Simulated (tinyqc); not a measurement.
Inside a calculation. Model: p-n diode with diffusion and depletion-layer recombination.

Computed by the program tinyqc: `OMP_NUM_THREADS=1 python tinyqc.py 2260021 2260022 out.jsonl`, one thread of a shared Intel Xeon 2.30GHz, about 0.01 s for the whole run. Printed values are rounded.

Abrupt junction in the depletion approximation, low injection, full ionisation, neutral widths fixed, ohmic contact on the p side. Vj is the junction voltage; where a series resistance Rs is given, V = Vj + J Rs is the terminal voltage.

Parameters, values chosen for the exercise; band and dielectric values close to those of silicon: temperature T = 450 K; band gap Eg = 1.13 eV; relative permittivity eps_r = 11.8; conduction-band density of states at T Nc = 5.18e19 cm^-3; valence-band density of states at T Nv = 4.92e19 cm^-3; acceptor density Na = 4.9e16 cm^-3; donor density Nd = 8.4e17 cm^-3; electron mobility in the p side mun = 830 cm^2/(V s); hole mobility in the n side mup = 140 cm^2/(V s); electron lifetime tn = 4e-8 s; hole lifetime tp = 3e-6 s; neutral width of the p side wp = 3.9 um; neutral width of the n side wn = 11 um; recombination velocity at the n contact Sp = 1e7 cm/s; series resistance Rs = 0.0002 ohm cm^2; trap level above the intrinsic level Et = 0 eV; junction voltage at which recombination is evaluated Vj = 0.37 V; terminal voltage V = 0.91 V.

Constants: q = 1.602176634e-19 C, kB = 1.380649e-23 J/K, Vt = kB T/q, eps0 = 8.8541878128e-14 F/cm where lengths are in cm. Results are converted to the units shown.

Range of the model: At the terminal voltage used the injected minority density exceeds a tenth of the lighter doping, so the low-injection formulas overstate the current.

## Diffusion lengths and saturation currents

ni = sqrt(Nc Nv) exp(-Eg/(2 Vt)), Eg in volts; D = mu Vt; Ln = sqrt(Dn tn), Lp = sqrt(Dp tp); J0n = q ni^2 Dn coth(wp/Ln)/(Ln Na); J0p = (q ni^2 Dp/(Lp Nd)) (s + tanh(wn/Lp))/(1 + s tanh(wn/Lp)), s = Sp Lp/Dp.

ni = 2.37370e13 cm^-3
Ln = 11.3465 um
Lp = 40.3569 um
J0n = 1.57983e-4 A/cm^2
J0p = 5.43215e-7 A/cm^2

wp/Ln = 0.34 and wn/Lp = 0.27; electrons carry 99.7 % of the diffusion current.

## Recombination in the depleted layer

ni = sqrt(Nc Nv) exp(-Eg/(2 Vt)), Eg in volts. Vbi = Vt ln(Na Nd/ni^2), W = sqrt(2 eps0 eps_r (Vbi - Vj)(1/Na + 1/Nd)/q), xp = W Nd/(Na + Nd), xn = W Na/(Na + Nd); u(x) = q Na (x + xp)^2/(2 eps0 eps_r) for x < 0 and Vbi - Vj - q Nd (xn - x)^2/(2 eps0 eps_r) for x > 0; p = Na exp(-u/Vt), n = Nd exp((u - Vbi + Vj)/Vt); U = ni^2 (exp(Vj/Vt) - 1)/(tp (n + ni exp(Et/Vt)) + tn (p + ni exp(-Et/Vt))); J_scr = q times the integral of U from -xp to xn. Trapezoid rule on 14 equal steps.

W = 96.7273 nm

| point | x (nm) | u (V) | n (cm^-3) | p (cm^-3) | U (cm^-3 s^-1) |
|---|---|---|---|---|---|
| 0 | -91.3959 | 0.000000 | 1.60130e14 | 4.9e16 | 3.12265e21 |
| 1 | -84.4868 | 0.001793 | 1.67710e14 | 4.67854e16 | 3.20669e21 |
| 2 | -77.5777 | 0.007174 | 1.92671e14 | 4.07243e16 | 3.44244e21 |
| 3 | -70.6686 | 0.016141 | 2.42798e14 | 3.23165e16 | 3.74821e21 |
| 4 | -63.7595 | 0.028695 | 3.35617e14 | 2.33790e16 | 3.89531e21 |
| 5 | -56.8504 | 0.044836 | 5.08880e14 | 1.54189e16 | 3.54124e21 |
| 6 | -49.9413 | 0.064564 | 8.46366e14 | 9.27068e15 | 2.63098e21 |
| 7 | -43.0322 | 0.087879 | 1.54409e15 | 5.08156e15 | 1.59868e21 |
| 8 | -36.1231 | 0.114780 | 3.08999e15 | 2.53929e15 | 8.30799e20 |
| 9 | -29.2140 | 0.145269 | 6.78288e15 | 1.15679e15 | 3.83339e20 |
| 10 | -22.3049 | 0.179344 | 1.63321e16 | 4.80427e14 | 1.59833e20 |
| 11 | -15.3959 | 0.217007 | 4.31362e16 | 1.81898e14 | 6.05911e19 |
| 12 | -8.4868 | 0.258256 | 1.24972e17 | 6.27852e13 | 2.09227e19 |
| 13 | -1.5777 | 0.303092 | 3.97150e17 | 1.97567e13 | 6.58470e18 |
| 14 | 5.3314 | 0.332140 | 8.4e17 | 9.34093e12 | 3.11333e18 |

J_scr = 0.00277719 A/cm^2

With 2000 steps J_scr = 0.002777 A/cm^2; the coarse value is within 0.01 % of it. U is largest at x = -63.8 nm among these points; the peak lies where tp n = tn p. On the fine grid U peaks at 3.898e21 cm^-3 s^-1, and J_scr/(q U_max) is 46.0 % of W, the effective width of the recombining zone.

## Starting value

Vj = V.

Vj at the start = 0.91 V

## Iteration 1: new Vj

J0 = J0n + J0p = 1.58527e-4 A/cm^2

Diffusion current alone: J = J0 (exp(Vj/Vt) - 1), g = Vj + J Rs - V, g' = 1 + Rs J0 exp(Vj/Vt)/Vt, Vj(new) = Vj - g/g'.

J = 2.46407e6 A/cm^2
g = 492.815 V
g' = 12709.6
Vj after iteration 1 = 0.871225 V

## Iteration 2: new Vj

As before.

J = 9.06553e5 A/cm^2
g = 181.272 V
g' = 4676.61
Vj after iteration 2 = 0.832464 V

## Iteration 3: new Vj

As before.

J = 3.33645e5 A/cm^2
g = 66.6515 V
g' = 1721.80
Vj after iteration 3 = 0.793753 V

## Course of the iteration

Stop when the step is below 1e-10 V, or after 80 iterations.

Course of the iteration:

| iteration | Vj before the step (V) | step (V) |
|---|---|---|
| 1 | 0.91 | -0.0388 |
| 2 | 0.871225 | -0.0388 |
| 3 | 0.832464 | -0.0387 |
| 4 | 0.793753 | -0.0385 |
| 5 | 0.755219 | -0.0380 |
| 6 | 0.717262 | -0.0362 |
| 7 | 0.681079 | -0.0313 |
| 8 | 0.649800 | -0.0206 |
| 9 | 0.629156 | -7.12e-3 |
| 10 | 0.622041 | -6.52e-4 |
| 11 | 0.621388 | -4.89e-6 |
| 12 | 0.621383 | -2.72e-10 |
| 13 | 0.621383 | 0 |

Converged in 13 iterations. In 5 iterations the step is within 3 % of -Vt = -38.8 mV: far above the solution the exponential dominates and a Newton step lowers its exponent by one.
